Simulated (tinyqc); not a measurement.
Solid solubility of a dopant against its melt (retrograde solidus), clustering and the electrically active fraction: one step, computed by the program tinyqc.

Problem. Active fraction after the anneal. A highly soluble donor (another dopant than that of the solidus) is limited by clustering. Donors N_a are active, and clusters hold m atoms each: N_t = N_a + m C, m C = N* (N_a/N*)^m, with N*(T) = N*(1273 K) exp[-(E_b/k_B)(1/T - 1/1273)]. Resistivity = 1/(e mu N_a).

Inputs (values chosen for the exercise, for a model dopant):
```
quantity                                      value        unit
total dopant density N_t                    2.3e+21      1/cm^3
atoms per cluster m                               4           -
cluster scale N* at 1273 K                  2.4e+20      1/cm^3
activation energy E_b of the cluster scale      0.3          eV
anneal temperature T_a                          975           K
mobility mu                                      75  cm^2/(V s)
```

Clustering: clusters of m atoms, electrons left out.

Constants: k_B = 8.617333262e-05 eV/K; e = 1.602176634e-19 C.

Give: N*(T_a); active density N_a; active fraction; resistivity.

Solution.

N*(T_a) = 1.0404e+20 1/cm^3

active density N_a = 2.2000e+20 1/cm^3

active fraction = 0.095651

resistivity = 0.37828 milliohm cm

Doubling the dose would raise N_a by only 20 %. Caution: this clustering law is a generic form; degeneracy and a doping-dependent mobility are left out.
